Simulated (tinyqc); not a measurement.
# Ground and coupling capacitance from two measurements

Problem. A line has Cg to the planes and Cc to each of two neighbours. Find Cg, Cc, the load when both neighbours switch in antiphase, and the pulse on the line when it floats and both neighbours swing by Vx.

Parameters, values chosen for the exercise: swing Vx = 1 V.

capacitance with neighbours driven alike and with neighbours grounded (aF/um): [41, 121]

Solution. Driven alike, Cc carries no charge, which leaves Cg; grounded neighbours give Cg + 2 Cc, antiphase Cg + 4 Cc; a floating line divides the swing as 2 Cc/(Cg + 2 Cc).

Cg = 41.00 aF/um
Cc = 40.00 aF/um
load in antiphase = 201.0 aF/um
pulse = 0.6612 V

Computed by the program tinyqc: `OMP_NUM_THREADS=1 python tinyqc.py 2790146 2790147 out.jsonl`, one thread of a shared Intel Xeon 2.30GHz, about 1 s for the whole run.
